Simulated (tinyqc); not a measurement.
Rapid thermal processing of a wafer: radiative balance, ramp and cooling, pattern effects, pyrometer error and spike budget. Changing the pyrometer wavelength. Computed by tinyqc, a small Python program. Command: `OMP_NUM_THREADS=1 python tinyqc.py 3111337 3111338 out.jsonl rtp sweep`. One thread of a shared host (Intel(R) Xeon(R) Processor @ 2.30GHz), about 0.04 s of CPU time with the checks.

The wafer is opaque and uniform through its thickness unless said otherwise; temperatures in formulas are in kelvin (C + 273.15). sigma = 5.670374419e-12 W/(cm^2 K^4).

Inputs (values chosen for the exercise, modelled on a hot silicon wafer):
```
quantity                              value  unit
process temperature                    1030     C
starting temperature                    500     C
error of the assumed emissivity         4.5     %
activation energy of the process E_a   3.66    eV
```

Constants: h = 6.62607015e-34 J s; c = 299792458 m/s; k_B = 1.380649e-23 J/K; k_B = 8.617333262e-05 eV/K.

Method. Signal proportional to eps/(exp(c2/(lambda T)) - 1), c2 = h c/k_B. If the assumed emissivity is too high by the given error, the reading T' solves (1 + error)/(exp(c2/(lambda T')) - 1) = 1/(exp(c2/(lambda T)) - 1). Wien estimate: T' - T = -lambda T^2 ln(1 + error)/c2. Process rates go as exp(-E_a/(k_B T)).

One run for each value; columns: (1) pyrometer wavelength (micrometre); (2) reading less true temperature (K); (3) Wien estimate (K); (4) c2/(lambda T); (5) rate at T over rate at T', less 1 (%):
```
(1)       (2)      (3)     (4)     (5)
0.6    -3.110   -3.117  18.401    8.11
0.9    -4.659   -4.676  12.268   12.41
1.3    -6.718   -6.754   8.493   18.40
2.0   -10.268  -10.391   5.520   29.54
3.0   -15.026  -15.586   3.680   46.26
4.5   -21.063  -23.379   2.454   70.82
6.7   -27.629  -34.809   1.648  102.58
10.0  -34.068  -51.953   1.104  139.87
```

Describe and explain the trends.

Over the rows, reading less true temperature (K) falls from -3.11 to -34.1 (exponent d ln y / d ln x 1.00 between the first rows and 0.52 between the last); Wien estimate (K) falls from -3.12 to -52.0 (exponent d ln y / d ln x about 1.00 throughout); c2/(lambda T) falls from 18.4 to 1.10 (exponent d ln y / d ln x about -1.0 throughout). At the low end the exponent of reading less true temperature is 1.00, close to 1: the Wien limit.

Caution (rows 1.30, 2.00, 3.00, 4.50, 6.70, 10.0): below about 600 C lightly doped silicon is partly transparent at this wavelength, so its emissivity is not yet the hot value early in the ramp.
